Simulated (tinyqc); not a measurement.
Worked calculation: permeation of metal atoms or ions through a thin barrier or dielectric: time lag, field-aided drift and lifetime. Computed by tinyqc, a small Python program that keeps every step. Command: `OMP_NUM_THREADS=1 python tinyqc.py 3026983 3026984 out.jsonl barrier walk`. One thread of a shared host (Intel(R) Xeon(R) Processor @ 2.30GHz), about 0.01 s of CPU time with the checks. Intermediate numbers are printed to about 7 digits and carried at full precision; extremes and crossings named in words are read from the listed rows.

The film 0 < x < d is empty at first; C = C0 at x = 0 and C = 0 at x = d. dC/dt = D d2C/dx2 - v dC/dx with drift v = D z e V/(k_B T d) (uniform field, no space charge).

Inputs (values chosen for the exercise, for a model case: singly charged ions through a dielectric):

| quantity | value | unit |
|---|---|---|
| thickness d | 61 | nm |
| prefactor D0 | 2.9e-07 | cm^2/s |
| activation energy E | 0.808 | eV |
| concentration at the source side C0 | 3e+14 | 1/cm^3 |
| charge number z | 1 | - |
| voltage V (positive drives ions across) | 0.09 | V |
| critical dose Q_c | 1e+07 | 1/cm^2 |
| test temperature T | 175 | C |
| use temperature T_u | 100 | C |
| time in units of d^2/D, s | 0.89 | - |

Constants: k_B = 8.617333262e-05 eV/K.

## Scales

D = D0 exp(-E/(k_B T)); time scale d^2/D; Peclet number P = z V/(k_B T), k_B T in eV; 1 nm = 1e-7 cm. Temperatures in kelvin are T(C) + 273.15.

diffusivity D = 2.375967e-16 cm^2/s

time scale d^2/D = 156609.9 s

Peclet number P = 2.330485

## Steady flux and time lag

Steady flux J = (D C0/d) P/(1 - exp(-P)); time lag in units of d^2/D: s_L = [P (1 + exp(-P))/(1 - exp(-P)) - 2]/P^2 (P = 0: J = D C0/d, s_L = 1/6).

flux relative to D C0/d = 2.581535

steady flux J = 30165.46 1/(cm^2 s)

time lag s_L = 0.1532981

time lag = 24007.99 s

Drift and diffusion both act.

## Dose at time s

Dose through the film Q(s) = C0 d {f (s - s_L) - 2 exp(P/2) sum_(n=1..200) (-1)^n n^2 pi^2 exp(-l_n s)/l_n^2}, l_n = n^2 pi^2 + P^2/4, f = P/(1 - exp(-P)) the relative flux.

Q/(C0 d) = 1.901845

dose Q = 3.480376e+09 1/cm^2

time = 139382.8 s

## Time to the critical dose

Solve Q = Q_c for s. At the use temperature D and P take T_u, with the same C0 and V; 1 year = 3.15576e7 s.

s at the critical dose = 0.07070201

failure time at T = 11072.64 s

failure time at T_u = 0.02254043 years

Failure comes before the time lag: the first arrivals suffice. Caution: grain boundaries, pinholes, trapping and space charge are left out; thin real barriers usually fail at defects.

## Approach to the steady line

Short-time form for P = 0: Q/(C0 d) = 4 sqrt(s) ierfc(1/(2 sqrt(s))), ierfc(y) = exp(-y^2)/sqrt(pi) - y erfc(y).

Q/(C0 d):

| s | series | steady line f (s - s_L) | series without field | short-time form, no field |
|---|---|---|---|---|
| 0.03 | 1.501338e-05 | -0.318298 | 4.841923e-06 | 4.841923e-06 |
| 0.05 | 8.208942e-04 | -0.266668 | 2.693421e-04 | 2.693421e-04 |
| 0.08 | 9.568369e-03 | -0.189222 | 3.206619e-03 | 3.206619e-03 |
| 0.12 | 4.344117e-02 | -0.085960 | 1.488727e-02 | 1.488727e-02 |
| 0.20 | 1.736853e-01 | 0.120563 | 6.146375e-02 | 6.146323e-02 |
| 0.30 | 3.960149e-01 | 0.378716 | 1.438244e-01 | 1.437858e-01 |
| 0.50 | 8.968549e-01 | 0.895023 | 3.347907e-01 | 3.332619e-01 |
| 0.80 | 1.669547e+00 | 1.669484 | 6.334088e-01 | 6.183799e-01 |
| 1.20 | 2.702099e+00 | 2.702098 | 1.033335e+00 | 9.700224e-01 |

The dose lies above the steady line at all times and, among these rows, is within 1 % of it from s = 0.5 on (the lag is s_L = 0.153); for a known P the intercept of that line gives D and its slope D C0. The field changes the dose by a factor 3.10 in the first row and 2.61 in the last; at short times the factor tends to exp(P/2) = 3.21.

Checks made by the program: series against a 300-cell finite-difference solution (relative difference 4e-07).
